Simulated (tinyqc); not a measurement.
Rapid thermal processing of a wafer: radiative balance, ramp and cooling, pattern effects, pyrometer error and spike budget. Which input was changed? Computed by tinyqc, a small Python program. Command: `OMP_NUM_THREADS=1 python tinyqc.py 3110010 3110011 out.jsonl rtp which`. One thread of a shared host (Intel(R) Xeon(R) Processor @ 2.30GHz), about 0.4 s of CPU time with the checks.

The wafer is opaque and uniform through its thickness unless said otherwise; temperatures in formulas are in kelvin (C + 273.15). sigma = 5.670374419e-12 W/(cm^2 K^4).

Inputs (values chosen for the exercise, modelled on a hot silicon wafer):
```
quantity                                              value         unit
wafer thickness d                                       725   micrometre
heat capacity per volume C                             2.24   J/(cm^3 K)
thermal conductivity k                                 0.26     W/(cm K)
emissivity eps of each face                            0.56            -
reflectivity of the chamber walls r                    0.34            -
gas heat-transfer coefficient h, both faces together    4.5  mW/(cm^2 K)
wall temperature T_w                                    500            K
process temperature                                     906            C
starting temperature                                    500            C
ramp rate                                                53          K/s
activation energy of the process E_a                    2.7           eV
```

Constants: k_B = 8.617333262e-05 eV/K.

Method:
- Effective emissivity between parallel grey plates: eps_eff = 1/(1/eps + 1/(1 - r) - 1). Loss per area q(T) = 2 eps_eff sigma (T^4 - T_w^4) + h (T - T_w).
- Absorbed power during a ramp = q(T) + C d x ramp rate; thermal time constant tau = C d/(dq/dT), dq/dT = 8 eps_eff sigma T^3 + h; natural cooling rate q/(C d); front-to-back difference under one-sided heating at the end of the ramp = (absorbed power) d/(2 k).
- Cooling with the lamps off: C d dT/dt = -q(T), integrated adaptively (relative tolerance 1e-10).
- Spike anneal: linear ramp to the peak, then lamps off. Equivalent time at the peak = int exp(-(E_a/k_B)(1/T - 1/T_peak)) dt; estimate (k_B T^2/E_a)(1/ramp rate + 1/cooling rate). The ramp part uses 4000 trapezoid steps, the cooling part 4000 steps over 4 tau.
- Time within 50 K of the peak from the same curves.

Problem. One of these inputs alone was changed, within the range given: wafer thickness d (362.5 to 1450); emissivity eps of each face (0.28 to 0.98); gas heat-transfer coefficient h, both faces together (2.25 to 9); activation energy of the process E_a (1.35 to 5.4). Which one, and to what value?

Results:
```
run     equivalent time, total (s)  holding power q (W/cm^2)  time constant tau (s)
before                    1.401908                  12.27667               4.410234
after                     1.686005                  12.27667               4.410234
```

Solution.

Each candidate set to reproduce equivalent time, total, and what it then gives:
```
candidate                                                           range searched  value needed  holding power q (W/cm^2)  time constant tau (s)
wafer thickness d (micrometre)                                       362.5 to 1450          1056                    12.277                 6.4264
emissivity eps of each face                                           0.28 to 0.98        0.2853                     8.333                 7.0611
gas heat-transfer coefficient h, both faces together (mW/(cm^2 K))       2.25 to 9  out of reach                         -                      -
activation energy of the process E_a (eV)                              1.35 to 5.4         2.240                    12.277                 4.4102
```

Only activation energy of the process E_a fits every result: it went from 2.7 to 2.24 eV. The next best candidate, wafer thickness d, misses one result by 46 %.
